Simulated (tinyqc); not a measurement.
Inside a calculation. Method: Pariser-Parr-Pople SCF with singles CI, for the molecule [CH2+]c1ccccc1Cl (SMILES; centres numbered as the heavy atoms are written). One step of it, computed by the program tinyqc.

Problem. Singles CI, singlets. Over the 9 single excitations with the smallest orbital gaps: A = (e_a - e_i) delta + 2 (ia|jb) - (ij|ab), with (pq|rs) = sum c_mp c_mq gamma_mn c_nr c_ns. f = 2/3 w |mu|^2 in atomic units, mu = sqrt2 sum c_ia sum_m c_mi c_ma R_m.

orbital energies (eV): -20.618309  -18.664313  -17.366786  -16.148411  -8.585859  -5.166633  -4.870844  -2.145453

coefficients:
```
          MO1        MO2        MO3        MO4        MO5        MO6        MO7        MO8
1C   0.272152  -0.189017  -0.381039   0.086515   0.711633   0.000638  -0.452180   0.163226
2C   0.527149  -0.264693  -0.459288   0.065198  -0.095396  -0.007639   0.548986  -0.355403
3C   0.311755  -0.323453  -0.000183  -0.463563  -0.378226  -0.490094  -0.221335   0.388665
4C   0.234627  -0.280051   0.394309  -0.463923   0.050027   0.499816  -0.239130  -0.431642
5C   0.229828  -0.135748   0.548708   0.036245   0.396797   0.008731   0.523444   0.441406
6C   0.304424   0.019686   0.432059   0.492894  -0.006657  -0.492417  -0.254749  -0.412194
7C   0.463547   0.180840   0.009255   0.395235  -0.396393   0.502105  -0.216923   0.373942
8Cl  0.368017   0.812183  -0.023294  -0.397090   0.155890  -0.123582   0.045042  -0.071383
```

repulsion gamma_rs (eV):
```
            1C         2C         3C         4C         5C         6C         7C        8Cl
1C   11.130000   7.552439   5.239019   3.669503   3.276128   3.670029   5.238761   4.730879
2C    7.552439  11.130000   7.554960   5.239019   4.668310   5.239602   7.553862   5.327423
3C    5.239019   7.554960  11.130000   7.552439   5.238761   4.668463   5.239602   3.700122
4C    3.669503   5.239019   7.552439  11.130000   7.553862   5.238761   4.668310   3.297480
5C    3.276128   4.668310   5.238761   7.553862  11.130000   7.552439   5.239019   3.699582
6C    3.670029   5.239602   4.668463   5.238761   7.552439  11.130000   7.554960   5.327694
7C    5.238761   7.553862   5.239602   4.668310   5.239019   7.554960  11.130000   7.825634
8Cl   4.730879   5.327423   3.700122   3.297480   3.699582   5.327694   7.825634  13.000000
```

Centres (angstrom, eV; a flat drawing with bonds scaled to 1.40 angstrom):
```
centre          x          y  core charge z          W   gamma_rr
1C      -1.819000  -1.400000              1  11.160000  11.130000
2C      -0.606000  -0.700000              1  11.160000  11.130000
3C       0.606000  -1.400000              1  11.160000  11.130000
4C       1.819000  -0.700000              1  11.160000  11.130000
5C       1.819000   0.700000              1  11.160000  11.130000
6C       0.606000   1.400000              1  11.160000  11.130000
7C      -0.606000   0.700000              1  11.160000  11.130000
8Cl     -1.819000   1.400000              2  26.000000  13.000000
```

Give: singlet CI matrix; singlet excitation energies; oscillator strengths.

Solution.

singlet CI matrix (eV):
```
        4>5     3>5     2>5     4>6     4>7     1>5     3>6     3>7
4>5   2.953  -0.031  -0.122   0.080   0.033  -0.043   0.641  -0.076
3>5  -0.031   4.708  -0.218  -0.603   0.032   0.334   0.010  -0.182
2>5  -0.122  -0.218   5.148  -0.157  -0.083   0.075   0.177   0.126
4>6   0.080  -0.603  -0.157   6.047   0.006  -0.054  -0.019  -0.650
4>7   0.033   0.032  -0.083   0.006   6.229  -0.062   0.637   0.015
1>5  -0.043   0.334   0.075  -0.054  -0.062   6.806   0.036  -0.114
3>6   0.641   0.010   0.177  -0.019   0.637   0.036   6.834   0.010
3>7  -0.076  -0.182   0.126  -0.650   0.015  -0.114   0.010   7.321
2>6  -0.236  -0.123   0.514  -0.123  -0.014   0.216   0.040  -0.298

        2>6
4>5  -0.236
3>5  -0.123
2>5   0.514
4>6  -0.123
4>7  -0.014
1>5   0.216
3>6   0.040
3>7  -0.298
2>6   8.327
```

singlet excitation energies (eV): 2.827  4.314  5.081  5.878  6.003  6.863  7.313  7.576  8.521

oscillator strengths: 0.104  0.352  0.025  0.044  0.983  0.031  0.724  0.224  0.084
